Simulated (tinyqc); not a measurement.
Undoped symmetric double-gate MOSFET, analytic potential model: two steps of the calculation.

An undoped body of thickness ts between two equal insulators and tied gates; long channel, electrons only, n = ni exp((psi - V)/Vt) with V the quasi-Fermi potential (0 at the source, Vd at the drain), constant mobility, no quantisation. Across the body psi(x) = V - 2 Vt ln[(ts/(2 beta)) sqrt(q ni/(2 eps0 eps_r Vt)) cos(2 beta x/ts)], x from the centre. Q is the electron charge per area of the whole body.

Values chosen for this exercise; material values close to those of silicon:
- T = 250 K (temperature)
- Eg = 1.1 eV (band gap)
- eps_r = 11.6 (relative permittivity of the semiconductor)
- Nc = 2.14e19 cm^-3 (conduction-band density of states at T)
- Nv = 2.01e19 cm^-3 (valence-band density of states at T)
- eox = 8.63 (relative permittivity of the gate insulator)
- tox = 1.9 nm (insulator thickness)
- ts = 10 nm (body thickness)
- dphi = 0.24 V (gate work function less that of the intrinsic body)
- Vg = 1.17 V (gate voltage)

Constants: q = 1.602176634e-19 C, kB = 1.380649e-23 J/K, Vt = kB T/q, eps0 = 8.8541878128e-14 F/cm where lengths are in cm. Results are converted to the units shown.

Problem 1. Constants of the body. ni = sqrt(Nc Nv) exp(-Eg/(2 Vt)), Eg in volts; r = eps_r tox/(eox ts); V0 = dphi + 2 Vt ln[(2/ts) sqrt(2 eps0 eps_r Vt/(q ni))].

Find: ni; r; V0.

Solution 1.

ni = 1.6955e8 cm^-3
r = 0.25539
V0 = 0.72683 V

Problem 2. beta at the source by Newton steps. With V = 0: f = ln(beta) - ln(cos beta) + 2 r beta tan(beta) - (Vg - V0)/(2 Vt); f' = 1/beta + tan(beta) + 2 r [tan(beta) + beta/cos^2(beta)]; beta(new) = beta - f/f'.

beta at the start = 1.4
r = 0.25538818
V0 = 0.72682729 V

Find: f; f'; beta after iteration 1.

Solution 2.

f = -4.0310
f' = 34.227
beta after iteration 1 = 1.5178

Program tinyqc, `OMP_NUM_THREADS=1 python tinyqc.py 2440144 2440145 out.jsonl`; Intel Xeon 2.30GHz, shared host, one thread, about 0.02 s.
